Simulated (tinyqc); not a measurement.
# Epitaxial growth on a vicinal surface: Burton-Cabrera-Frank step flow, step-edge barrier and island nucleation, step by step

A worked calculation. Computed by tinyqc, a small Python program that keeps every step. Command: `OMP_NUM_THREADS=1 python tinyqc.py 3010169 3010170 out.jsonl stepflow walk`. One thread of a shared host (Intel(R) Xeon(R) Processor @ 2.30GHz), about 0.01 s of CPU time with the checks. Intermediate numbers are printed to about 5 digits and carried at full precision; extremes and crossings named in words are read from the listed rows.

Adatoms land at rate F, hop on a square grid (a simplification for hexagonal faces), desorb, or join steps. Lengths are in units of a and n is the adatom coverage. Steps ascend at x = 0 and descend at x = l.

Inputs (values chosen for the exercise, close to those used for Si(111)):
```
quantity,value,unit
site spacing a,3.84,angstrom
step height h,3.14,angstrom
diffusion barrier E_d,1.12,eV
desorption energy E_a,3.03,eV
adatom formation energy E_f,1.14,eV
step-edge barrier E_s,0,eV
attempt frequency nu,5,THz
deposition rate F,0.073,layers/s
miscut angle,8,degrees
temperature T,1130,C
critical nucleus size i,1,-
```

Constants: k_B = 8.617333262e-05 eV/K.

## Scales

D = nu exp(-E_d/(k_B T)) (a^2/s, nu counted per direction); tau = exp(E_a/(k_B T))/nu; x_s = sqrt(D tau); n_eq = exp(-E_f/(k_B T)); terrace width l = h/(a tan(miscut)); Schwoebel length l_s = exp(E_s/(k_B T)) - 1. Temperatures in kelvin are T(C) + 273.15.

D = 4.7446e+08 a^2/s

lifetime tau = 0.015278 s

diffusion length x_s = 2692.3 a

equilibrium coverage n_eq = 8.0425e-05

terrace width l = 5.8183 a

Schwoebel length l_s = 0 a

l/x_s = 0.00216: nearly every adatom reaches a step.

## Terrace solution

D n'' - n/tau + F = 0 with n(0) = n_eq and -l_s n'(l) = n(l) - n_eq. With u = n - F tau, A = n_eq - F tau, y = l/x_s, s = l_s/x_s: u = A cosh(x/x_s) + B sinh(x/x_s), B = A (1 - cosh y - s sinh y)/(sinh y + s cosh y). Flux into the ascending step J+ = D B/x_s, over the descending one J- = -(D/x_s)(A sinh y + B cosh y); step velocity J+ + J-; growth rate (J+ + J-)/l. For small y: J+ + J- = (F - n_eq/tau) l, J-/J+ = l/(l + 2 l_s). The coverage peaks where n' = 0, tanh(x/x_s) = -B/A.

J+ = 0.19705 atoms per step site and s

J- = 0.19705 atoms per step site and s

growth rate = 0.067736 layers/s

peak coverage = 8.0426e-05

position of the peak = 2.9091 a

7.2 % of the flux desorbs; even closely spaced steps lose n_eq/tau, 7.2 % of F. The ascending step takes 50.0 %, half, as there is no barrier. Caution: terraces under ten sites wide are at the edge of a continuum description.

## Step flow or islands

Island density on a flat surface without desorption: N = 0.25 (F/D)^(i/(i+2)) exp(E_i/((i+2) k_B T)) per site, with E_i = 0 for i = 1; spacing l_n = N^(-1/2). Step flow needs an effective width l_eff = 2 x(peak) below l_n.

island density N on a flat surface = 1.3396e-04 per site

island spacing l_n = 86.399 a

ratio l_eff/l_n = 0.067342

Steps capture adatoms before they meet: step flow. Caution: the prefactor 0.25 and the criterion are estimates, good to a factor of about two in length.

## Growth mode over temperature

x(peak) solves tanh(x/x_s) = -B/A. Rows where evaporation outweighs deposition are left out.

Scales:
```
T (C),x_s (a),l_s (a),incorporated share,l_n (a),l_eff/l_n
930,10007,0,0.99977,66.843,0.087044
980,6930,0,0.99884,71.822,0.081010
1030,4936,0,0.99489,76.747,0.075812
1080,3605,0,0.97984,81.608,0.071295
1130,2692,0,0.92789,86.399,0.067342
1180,2052,0,0.76376,91.113,0.063858
1230,1592,0,0.28480,95.744,0.060769
```

The ratio stays below 1: step flow in every row. Incorporation goes from 100.0 % to 28.5 %, as n_eq rises towards F tau or x_s falls below the terrace width: the window for smooth growth closes from above.

Checks made by the program: growth rate against F minus desorption, from a numerical solution (relative difference below 1e-10).
